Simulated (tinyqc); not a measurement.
Thermoelectric coefficients of a parabolic band, Landauer integrals: two steps of the calculation.

Bulk parabolic band, x = (E - Ec)/kB T, C = hbar^2/(2 m0), kB T in eV. Modes per area gv m kB T x/(4 pi C) times the back-scattering length l0 x^rr give the transport function s0 X(x), s0 = (2 q^2/h) gv m kB T l0/(4 pi C), X = x^(1 + rr). I_k = int X (x - eta)^k w dx, w = 1/(4 cosh^2((x - eta)/2)).

Parameters, values chosen for the exercise: temperature T = 500 K; energy exponent of that length rr = 0.5; lattice thermal conductivity kL = 0.56 W/(m K); reduced Fermi level (EF - Ec)/kB T eta = 3.7; lower end of the grid xa = 0; upper end of the grid xe = 14; points of the grid nE = 13.

Question 1. The three integrals on a coarse grid. Simpson's rule on nE equally spaced points from xa to xe.

Find: x; X; w; X w; I_0, I_1, I_2 on this grid.

Answer 1.

x, point 0 to 12: [0.000, 1.167, 2.333, 3.500, 4.667, 5.833, 7.000, 8.167, 9.333, 10.500, 11.667, 12.833, 14.000]
X, point 0 to 12: [0, 1.2601, 3.5642, 6.5479, 10.081, 14.089, 18.520, 23.338, 28.514, 34.024, 39.849, 45.974, 52.383]
w, point 0 to 12: [0.023545, 0.068144, 0.16189, 0.24752, 0.19962, 0.094684, 0.034306, 0.011226, 0.0035512, 0.0011113, 3.4659e-4, 1.0798e-4, 3.3631e-5]
X w, point 0 to 12: [0, 0.085871, 0.57700, 1.6207, 2.0124, 1.3340, 0.63535, 0.26200, 0.10126, 0.037811, 0.013811, 0.0049643, 0.0017617]
I_0, I_1, I_2 on this grid: [7.8022, 8.9419, 32.833]

Question 2. Power factor and figure of merit. Power factor S^2 sigma, ZT = S^2 sigma T/(kappa_e + kL).

sigma = 23461.019 S/cm
S = -99.703889 uV/K
kappa_e = 25.299161 W/(m K)

Find: power factor; ZT; electronic share of kappa.

Answer 2.

power factor = 23.322 mW/(m K^2)
ZT = 0.45095
electronic share of kappa = 97.834 %

Range of the model: Parabolic bands, elastic scattering and a fixed kL make these model figures, not those of a material.

Computed by the program tinyqc: `OMP_NUM_THREADS=1 python tinyqc.py 2800105 2800106 out.jsonl`, one thread of a shared Intel Xeon 2.30GHz, about 0.05 s for the whole run.
